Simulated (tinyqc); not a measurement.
Inside a calculation. Model: two-step dopant diffusion (predeposition and drive-in) with a constant diffusivity. Computed by tinyqc, a small Python program that keeps every step. Command: `OMP_NUM_THREADS=1 python tinyqc.py 3013857 3013858 out.jsonl dopdiff walk`. One thread of a shared host (Intel(R) Xeon(R) Processor @ 2.30GHz), about 0.04 s of CPU time with the checks. Intermediate numbers are printed to about 7 digits and carried at full precision; extremes and crossings named in words are read from the listed rows.

Fick diffusion into a half space x > 0 whose background doping C_B is of the opposite type, so that a junction lies where C = C_B.

Inputs (values chosen for the exercise, modelled on aluminium in silicon):

| quantity | value | unit |
|---|---|---|
| prefactor D0 | 1.29 | cm^2/s |
| activation energy E | 3.41 | eV |
| surface concentration C_s | 6.8e+18 | 1/cm^3 |
| background doping C_B | 1.3e+15 | 1/cm^3 |
| predeposition temperature T1 | 1000 | C |
| predeposition time t1 | 30 | min |
| drive-in temperature T2 | 1100 | C |
| drive-in time t2 | 30 | min |
| mean mobility in the layer mu | 150 | cm^2/(V s) |

Furnace ramps of the drive-in: none.

Constants: k_B = 8.617333262e-05 eV/K; e = 1.602176634e-19 C.

## Diffusivities

D = D0 exp(-E/(k_B T)). Temperatures in kelvin are T(C) + 273.15. Times in seconds are 60 times the minutes.

D1 = 4.093242e-14 cm^2/s

D2 = 3.936414e-13 cm^2/s

product D1 t1 = 7.367836e-11 cm^2

## Thermal budget of the drive-in

(Dt)2 = D2 t2, t2 in seconds.

drive-in budget (Dt)2 = 7.085546e-10 cm^2

## Predeposition

C = C_s erfc(x/(2 sqrt(D1 t1))); dose Q = 2 C_s sqrt(D1 t1/pi); the junction solves erfc(z) = C_B/C_s with x_j = 2 z sqrt(D1 t1).

dose Q = 6.586185e+13 1/cm^2

z = 2.637791

junction depth after predeposition = 0.4528353 um

## Drive-in as a Gaussian

With a sealed surface and a thin source, C = Q/sqrt(pi (Dt)2) exp(-x^2/(4 (Dt)2)); x_j = 2 sqrt((Dt)2 ln(C(0)/C_B)); gradient at the junction |dC/dx| = C_B x_j/(2 (Dt)2).

surface concentration C(0) (Gaussian) = 1.395958e+18 1/cm^3

junction depth x_j = 1.406411 um

gradient at the junction = 1.290186e+20 1/cm^4

The drive-in moves the junction from 0.453 to 1.41 um and lowers the surface value by a factor 4.87. Caution: the drive-in budget is under fifteen times D1 t1, so the source is not thin and the Gaussian junction is too shallow.

## Sheet resistance

Net dose Q_net = Q erf(x_j/(2 sqrt((Dt)2))) - C_B x_j; R_s = 1/(e mu Q_net), with every dopant ionised and one mobility.

net dose = 6.566671e+13 1/cm^2

sheet resistance R_s (Gaussian) = 633.6553 ohm/square

## Exact junction depth

Exact two-step profile: C = (2 C_s/pi) int_0^alpha exp(-beta (1 + u^2))/(1 + u^2) du with alpha = sqrt(D1 t1/(Dt)2), beta = x^2/(4 (D1 t1 + (Dt)2)). The integral takes 48 Gauss-Legendre points; solve C(x) = C_B.

exact junction depth = 1.452066 um

## Gaussian against the exact two-step profile

Gaussian: C = Q/sqrt(pi (Dt)2) exp(-x^2/(4 (Dt)2)). Depths are fractions of the Gaussian x_j.

Profiles:

| x/x_j | x (um) | Gaussian (1/cm^3) | exact (1/cm^3) | ratio |
|---|---|---|---|---|
| 0.0 | 0.000000 | 1.395958e+18 | 1.350384e+18 | 1.033749 |
| 0.2 | 0.281282 | 1.055930e+18 | 1.039791e+18 | 1.015522 |
| 0.4 | 0.562565 | 4.570079e+17 | 4.748633e+17 | 0.962399 |
| 0.6 | 0.843847 | 1.131717e+17 | 1.287606e+17 | 0.878931 |
| 0.8 | 1.125129 | 1.603533e+16 | 2.076465e+16 | 0.772242 |
| 1.0 | 1.406411 | 1.300000e+15 | 1.995987e+15 | 0.651307 |
| 1.2 | 1.687694 | 6.030240e+13 | 1.146597e+14 | 0.525925 |

With D1 t1/(Dt)2 = 0.10, the Gaussian is 3.4 % high at the surface and 35 % low at its own junction; the exact junction lies at 1.452 um, 3.2 % deeper. The dose is the same, but the real source already has a width, which carries into the tail.

Checks made by the program: exact profile against the direct convolution of the erfc with the Gaussian kernel (relative difference below 1e-10).
